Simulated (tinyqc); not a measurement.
# Changing the specularity p

Model: Debye-Callaway model of lattice thermal conductivity. Computed by tinyqc, a small Python program. Command: `OMP_NUM_THREADS=1 python tinyqc.py 3028090 3028091 out.jsonl callaway sweep`. One thread of a shared host (Intel(R) Xeon(R) Processor @ 2.30GHz), about 0.02 s of CPU time with the checks.

Three acoustic branches with one velocity v, cut at omega_D = k_B Theta/hbar; x = hbar omega/(k_B T). v and Theta are separate inputs: Theta cuts off the heat-carrying modes, so C need not reach 3 k_B/V. gamma is an effective value that sets the umklapp rate. Heat flows along the wire.

Inputs (values chosen for the exercise, modelled on gallium arsenide):
```
quantity                                value        unit
sound velocity v                         3710         m/s
Debye temperature Theta                   339           K
volume per atom V                        22.6  angstrom^3
mean atomic mass M                       72.3           u
effective Grueneisen parameter gamma     2.09           -
umklapp exponent divisor b                2.5           -
mass variance Gamma                   0.00012           -
wire diameter D                             3  micrometre
temperature T                             600           K
```

Sample: wire. Point defects: isotopes. Normal processes: left out.

Constants: k_B = 1.380649e-23 J/K; hbar = 1.054571817e-34 J s; u = 1.6605390666e-27 kg.

Method:
- Gamma is given directly by the isotope mixture. A = V Gamma/(4 pi v^3).
- Rates: point defects A omega^4; umklapp B omega^2 T exp(-Theta/(b T)) with B = hbar gamma^2/(M v^2 Theta). Boundaries: v/Lambda_B with Lambda_B = D (1 + p)/(1 - p).
- kappa_1 = c int tau_C g dx, g = x^4 e^x/(e^x - 1)^2, c = (k_B/(2 pi^2 v)) (k_B T/hbar)^3, over 0 < x < min(Theta/T, 40), by 96 Gauss-Legendre points in s with x = x_max s^2; tau_C = tau_R, the inverse of the summed rates, and kappa = kappa_1.
- Heat capacity C = 3 c int g dx / v^2; grey free path 3 kappa/(C v); the median free path v tau_C halves kappa_1 when the quadrature points are ordered by free path (each counted at half its weight, interpolated in the logarithm); likewise at 10 % and 90 %.

One run for each value:
```
specularity p  kappa (W/(m K))  median free path (nm)  grey free path (nm)
0.00                    19.629                 17.262               13.468
0.15                    19.807                 17.549               13.590
0.30                    19.968                 17.813               13.700
0.45                    20.119                 18.065               13.804
0.60                    20.269                 18.317               13.907
0.75                    20.428                 18.596               14.016
0.85                    20.550                 18.815               14.100
0.95                    20.714                 19.115               14.213
```

What does the table show, and why?

Over the rows, kappa (W/(m K)) rises from 19.6 to 20.7; median free path (nm) rises from 17.3 to 19.1; grey free path (nm) rises from 13.5 to 14.2. A specular reflection keeps the momentum along the flow, so only the share 1 - p of the wall hits resists; from the first row to the last kappa grows by a factor 1.06, little, since internal scattering rules.
